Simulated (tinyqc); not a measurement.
Pariser-Parr-Pople SCF with singles CI, for the molecule C=CC(C=C)=CC=O (SMILES; centres numbered as the heavy atoms are written), step by step. One step of it, computed by the program tinyqc.

Problem. Iteration 2: orbitals and new P. Diagonalise F (the basis is taken as orthonormal) and form P = 2 sum c c over the lowest orbitals.

F (eV):
```
           1C         2C         3C         4C         5C         6C         7C          8O
1C  -7.216339  -5.631855  -0.154120   0.169695   0.062085   0.764025   0.168476   -0.266231
2C  -5.631855  -7.580467  -3.721388  -0.002585   0.163527   0.012491   0.104178   -0.020084
3C  -0.154120  -3.721388  -7.418086  -3.740017  -0.158155  -5.015048  -0.386372    0.543421
4C   0.169695  -0.002585  -3.740017  -7.689827  -5.618605   0.010792   0.159372   -0.019557
5C   0.062085   0.163527  -0.158155  -5.618605  -7.372704   0.764913   0.277371   -0.380180
6C   0.764025   0.012491  -5.015048   0.010792   0.764913  -7.503996  -3.992604    0.182384
7C   0.168476   0.104178  -0.386372   0.159372   0.277371  -3.992604  -5.491239   -5.472429
8O  -0.266231  -0.020084   0.543421  -0.019557  -0.380180   0.182384  -5.472429  -11.288043
```

pi electrons, sum of z_r less the charge = 8

Give: orbital energies; P after iteration 2.

Solution.

orbital energies (eV): -16.1869  -14.8779  -13.2904  -11.8019  -4.0736  -1.7069  -0.7130  1.0898

P after iteration 2:
```
         1C       2C       3C       4C       5C       6C       7C       8O
1C   0.9308   0.9194   0.0666  -0.0840  -0.0431  -0.3208  -0.0992   0.1543
2C   0.9194   1.0220   0.3803  -0.0038  -0.0802  -0.0215  -0.0494   0.0157
3C   0.0666   0.3803   0.9102   0.3869   0.0650   0.7709   0.1634  -0.2609
4C  -0.0840  -0.0038   0.3869   1.0179   0.9157  -0.0132  -0.0631   0.0159
5C  -0.0431  -0.0802   0.0650   0.9157   0.9352  -0.3229  -0.1098   0.1686
6C  -0.3208  -0.0215   0.7709  -0.0132  -0.3229   1.0459   0.4371  -0.0693
7C  -0.0992  -0.0494   0.1634  -0.0631  -0.1098   0.4371   0.6326   0.7868
8O   0.1543   0.0157  -0.2609   0.0159   0.1686  -0.0693   0.7868   1.5054
```
